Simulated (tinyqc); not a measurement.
Collinear exchange A + BC -> AB + C on a London-Eyring-Polanyi-Sato surface: saddle, string of images and rate: one step, computed by the program tinyqc.

x = r(AB), y = r(BC), r(AC) = x + y. V is counted from separated atoms, the barrier from A + BC, that is V + D(BC).

Question. Frequencies at the saddle. Wilson matrix G = [[1/m_A + 1/m_B, -1/m_B], [-1/m_B, 1/m_B + 1/m_C]]; eigenvalues lambda of G H give nu = 15.6333042 THz x sqrt(|lambda|), the negative one being imaginary. Reactant: nu_BC from k = 2 D beta^2 and 1/m_B + 1/m_C. Skew angle: cos = sqrt(m_A m_C/((m_A + m_B)(m_B + m_C))).

Inputs (values chosen for the exercise, for a model exchange):
```
quantity   value        unit
D(BC)       3.52          eV
beta(BC)    1.96  1/angstrom
mass of A  1.008           u
mass of B     16           u
mass of C     35           u
```

Hessian (eV/angstrom^2):
```
          x         y
x  -0.95762  10.78673
y  10.78673  -0.04433
```

Constants: nu for 1 eV/(angstrom^2 u) = 15.6333042 THz.

Give: imaginary frequency; real frequency at the saddle; nu_BC; skew angle.

Answer.

imaginary frequency = 33.75 THz

real frequency at the saddle = 23.70 THz

nu_BC = 24.53 THz

skew angle = 78.37 degrees
